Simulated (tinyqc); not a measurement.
What moves the results: quasiparticle equation with a plasmon-pole self-energy for two band edges. A value that a table varies takes the place of the one given here.

For each edge E = e + X + Sc(E), with the correlation part Sc(E) = A[0]/(E - a + w) + A[1]/(E - b - w); a and b are the valence and conduction energies that enter the Green function (a = ev, b = ec in the one-shot scheme). Z = 1/(1 - dSc/dE), dSc/dE = -A[0]/(E - a + w)^2 - A[1]/(E - b - w)^2.

Values chosen for the exercise (scales of the order of those of AlN; shifted at random, so the results belong to these values and not to a real crystal):
- ev = 0 eV (mean-field valence top)
- ec = 4.2 eV (mean-field conduction edge)
- w = 18.3 eV (pole energy)
- Av = (51.5, 28.7) eV^2 (weights of the valence state on the hole and electron poles)
- Ac = (19.1, 50.7) eV^2 (the same for the conduction state)
- Xv = -3.07 eV (exchange minus the mean-field potential, valence)
- Xc = 2.86 eV (the same, conduction)

## Schemes compared

Z = 1; linearised; exact one-shot; energies updated in G (a, b); updated in G and W, where w grows by half of the opening of the gap (a rule chosen for the exercise).

Results (eV):

| scheme | Ev | Ec | gap | opening |
|---|---|---|---|---|
| mean field | 0.000 | 4.200 | 4.200 | 0.000 |
| Z = 1 | -1.531 | 5.138 | 6.670 | 2.470 |
| linearised | -1.265 | 4.989 | 6.254 | 2.054 |
| one-shot, exact | -1.256 | 4.986 | 6.242 | 2.042 |
| update G | -1.414 | 5.060 | 6.475 | 2.275 |
| update G and W | -1.529 | 5.195 | 6.724 | 2.524 |

What can be read from the table?

The openings run from 2.042 (one-shot, exact) to 2.524 eV (update G and W). Linearising moves the gap by 12 meV, updating G +233 meV and updating W a further +249 meV: once Z is kept, the level of self-consistency matters more than linearising.

## The starting point

The mean-field gap is opened by d (ev lowered by d/2, ec raised by d/2) and X is changed by the opposite amounts, so that e + X stays; one-shot and G-updated gaps.

Gaps (eV):

| d | start | one-shot | update G |
|---|---|---|---|
| 0.0 | 4.200 | 6.2419 | 6.4747 |
| 0.2 | 4.400 | 6.2630 | 6.4747 |
| 0.4 | 4.600 | 6.2838 | 6.4747 |
| 0.6 | 4.800 | 6.3045 | 6.4747 |
| 0.9 | 5.100 | 6.3351 | 6.4747 |
| 1.2 | 5.400 | 6.3654 | 6.4747 |
| 1.6 | 5.800 | 6.4051 | 6.4747 |

What does this show, and why?

The one-shot gap moves by a fraction 0.10 of any change of the starting gap, while the updated gap, 6.4747 eV, does not depend on it. The two agree where the start already equals the result, near d = 2.27 eV. A real change of starting point alters the orbitals and the screening too; this model holds both fixed.

## What each parameter does

Exact one-shot edges and Z of the valence state there. Each row changes one parameter from the base and keeps the others.

Results:

| case | Ev (eV) | Ec (eV) | gap (eV) | Z |
|---|---|---|---|---|
| base | -1.2564 | 4.9855 | 6.2419 | 0.8142 |
| w = 19.21 eV | -1.3463 | 5.0803 | 6.4267 | 0.8277 |
| Xv = -3.17 eV | -1.3378 | 4.9855 | 6.3233 | 0.8133 |
| Xc = 2.96 eV | -1.2564 | 5.0688 | 6.3252 | 0.8142 |
| ec = 4.3 eV | -1.2523 | 5.0826 | 6.3349 | 0.8146 |
| Av = (54.08, 28.7) eV^2 | -1.1340 | 4.9855 | 6.1195 | 0.8098 |
| Ac = (19.1, 53.24) eV^2 | -1.2564 | 4.8654 | 6.1219 | 0.8142 |

What does this show?

The largest shifts from the base row, up to three for each result and ties (the steps differ in size, so this ranks the rows, not the parameters). Ev (eV): Av +0.1225, w -0.0899, Xv -0.0814; unchanged at the printed digits by Xc and Ac. Ec (eV): Ac -0.1201, ec +0.0971, w +0.0948; unchanged at the printed digits by Xv and Av. gap (eV): w +0.1847, Av -0.1225, Ac -0.1201. Z: w +0.0134, Av -0.0045, Xv -0.0009; unchanged at the printed digits by Xc and Ac.

tinyqc: `OMP_NUM_THREADS=1 python tinyqc.py 1850685 1850686 out.jsonl`; about 0.02 s, one thread, shared Intel(R) Xeon(R) Processor @ 2.30GHz.
